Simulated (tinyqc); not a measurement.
Worked calculation: Pariser-Parr-Pople SCF with singles CI, for the molecule c1ccc2[nH]ccc2c1 (SMILES; centres numbered as the heavy atoms are written). One step of it, computed by the program tinyqc.

Task: Iteration 2: orbitals and new P. Diagonalise F (the basis is taken as orthonormal) and form P = 2 sum c c over the lowest orbitals; 0.3 of the old P is kept.

F (eV):
```
           1C         2C         3C         4C         5N         6C         7C         8C
1C  -5.700452  -3.868196  -0.125010   0.562652  -0.233222  -0.012327   0.180897   0.065314
2C  -3.868196  -5.687720  -4.294538   0.068734   0.201357  -0.161678  -0.088639   0.388692
3C  -0.125010  -4.294538  -5.471922  -3.909626   0.208158  -0.012068  -0.047944   0.051661
4C   0.562652   0.068734  -3.909626  -5.538171  -3.239971   0.348371   0.240201  -3.486857
5N  -0.233222   0.201357   0.208158  -3.239971  -9.304637  -3.354033   0.459219   0.318641
6C  -0.012327  -0.161678  -0.012068   0.348371  -3.354033  -5.758033  -4.633701   0.071365
7C   0.180897  -0.088639  -0.047944   0.240201   0.459219  -4.633701  -5.183625  -3.568688
8C   0.065314   0.388692   0.051661  -3.486857   0.318641   0.071365  -3.568688  -5.126278
9C  -4.019513  -0.079424   0.214461   0.057156  -0.070870   0.357034   0.093744  -4.122422

           9C
1C  -4.019513
2C  -0.079424
3C   0.214461
4C   0.057156
5N  -0.070870
6C   0.357034
7C   0.093744
8C  -4.122422
9C  -5.326122
```

pi electrons, sum of z_r less the charge = 10

P after iteration 1:
```
           1C         2C         3C         4C         5N         6C         7C         8C
1C   0.960704   0.553058   0.064571  -0.319928   0.168812   0.010146  -0.127527  -0.033735
2C   0.553058   0.945111   0.712700  -0.035501  -0.134605   0.133072   0.067393  -0.221014
3C   0.064571   0.712700   0.979524   0.568479  -0.103766   0.008279   0.032521  -0.026681
4C  -0.319928  -0.035501   0.568479   1.214695   0.337739  -0.172189  -0.118757   0.410382
5N   0.168812  -0.134605  -0.103766   0.337739   1.725941   0.376135  -0.210297  -0.145914
6C   0.010146   0.133072   0.008279  -0.172189   0.376135   1.020178   0.839397  -0.035274
7C  -0.127527   0.067393   0.032521  -0.118757  -0.210297   0.839397   1.049537   0.441099
8C  -0.033735  -0.221014  -0.026681   0.410382  -0.145914  -0.035274   0.441099   1.175933
9C   0.609783   0.041025  -0.121941  -0.029519   0.045487  -0.244937  -0.050151   0.648084

           9C
1C   0.609783
2C   0.041025
3C  -0.121941
4C  -0.029519
5N   0.045487
6C  -0.244937
7C  -0.050151
8C   0.648084
9C   0.928377
```

Give: orbital energies; P after iteration 2.

Result:

orbital energies (eV): -13.9815  -12.2501  -10.7635  -9.2068  -8.5598  -1.2447  -0.6554  0.8783  2.6866

P after iteration 2:
```
         1C       2C       3C       4C       5N       6C       7C       8C
1C   1.0231   0.5905  -0.0079  -0.3182   0.1588   0.0313  -0.1305  -0.0407
2C   0.5905   0.9978   0.7156  -0.0339  -0.1322   0.1476   0.0591  -0.2544
3C  -0.0079   0.7156   1.0167   0.5949  -0.1268  -0.0426   0.0451   0.0226
4C  -0.3182  -0.0339   0.5949   1.0990   0.4048  -0.2110  -0.1097   0.4907
5N   0.1588  -0.1322  -0.1268   0.4048   1.6725   0.4369  -0.2551  -0.1789
6C   0.0313   0.1476  -0.0426  -0.2110   0.4369   1.0485   0.8197  -0.0441
7C  -0.1305   0.0591   0.0451  -0.1097  -0.2551   0.8197   1.0766   0.4636
8C  -0.0407  -0.2544   0.0226   0.4907  -0.1789  -0.0441   0.4636   1.0849
9C   0.6692  -0.0034  -0.2451   0.0178   0.0545  -0.2138  -0.0320   0.6274

         9C
1C   0.6692
2C  -0.0034
3C  -0.2451
4C   0.0178
5N   0.0545
6C  -0.2138
7C  -0.0320
8C   0.6274
9C   0.9809
```
